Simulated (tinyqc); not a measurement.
# Depth and level of a trap from the time ratio

Inverse problem. For an oxide trap tc/te = exp(E/Vt) with E = E0 - dpsi - (xt/tox)(Vg - VT - dpsi), dpsi being the rise of the surface potential above its value at threshold. Find xt and E0, and the depth that would be read if dpsi were ignored.

Values chosen for this exercise:
- T = 250 K (temperature)
- tox = 1.5 nm (insulator thickness)

Constants: q = 1.602176634e-19 C, kB = 1.380649e-23 J/K, Vt = kB T/q. Results are converted to the units shown.

Vg - VT (V): [-0.11, 0.04]
tc/te: [7.4019745, 0.026477721]
dpsi (V): [-0.077546727, 0.017372255]

Solution. E + dpsi is a straight line in the oxide voltage Vg - VT - dpsi with slope -xt/tox and intercept E0. Ignoring dpsi assigns the motion of the bands to the trap and overstates its depth.

xt = 0.720 nm
E0 = -0.0500 eV
depth read without dpsi = 1.21 nm

Program tinyqc, `OMP_NUM_THREADS=1 python tinyqc.py 2710022 2710023 out.jsonl`; Intel Xeon 2.30GHz, shared host, one thread, about 0.01 s.
